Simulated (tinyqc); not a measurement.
Position of the donor: hydrogenic donor in a hard-walled well (variational).

Trial function cos(pi z/L) exp(-r/lam), r measured from the donor at zi, walls at +/- L/2, one eps everywhere. Counted from the lowest subband, E(lam) = c/(m lam^2) - (q/eps) I0/I1, with I0 the integral of cos^2(pi z/L) exp(-2|z - zi|/lam) over the well and I1 the same with the factor (|z - zi| + lam/2); c = hbar^2/2m0, q = e^2/(4 pi eps0). The binding energy is -E at the minimum.

Constants: hbar^2/2m0 = 3.80998211 eV angstrom^2; e^2/(4 pi eps0) = 14.39964547 eV angstrom.

Values chosen for the exercise (out of a larger set: near those of GaN; not measured data): m = 0.193 m0 (mass); eps = 9.2 (dielectric constant); L = 14 angstrom (well width).

Ry* = 31.0243 meV

Fixed width; zi from the centre to the wall.

Binding:
```
2 zi/L  zi (angstrom)  lam (angstrom)  binding (meV)  in Ry*
0.0               0.0            18.0          83.16   2.680
0.2               1.4            18.4          80.56   2.597
0.4               2.8            19.7          73.78   2.378
0.6               4.2            21.8          65.29   2.105
0.8               5.6            24.3          57.38   1.850
0.9               6.3            25.6          54.02   1.741
1.0               7.0            26.9          51.07   1.646
```

What can be read from this table?

Uniform doping spreads the level over 32.08 meV, from 83.16 at the centre to 51.07 at the wall, while lam grows by 50 %. The slope is flat at the centre, which gives a peak in the density of donor states there, and steepest between 2 zi/L = 0.4 and 0.6.

Program tinyqc; command `OMP_NUM_THREADS=1 python tinyqc.py 1250568 1250569 out.jsonl`; about 0.02 s on one thread of a shared Intel(R) Xeon(R) Processor @ 2.30GHz.
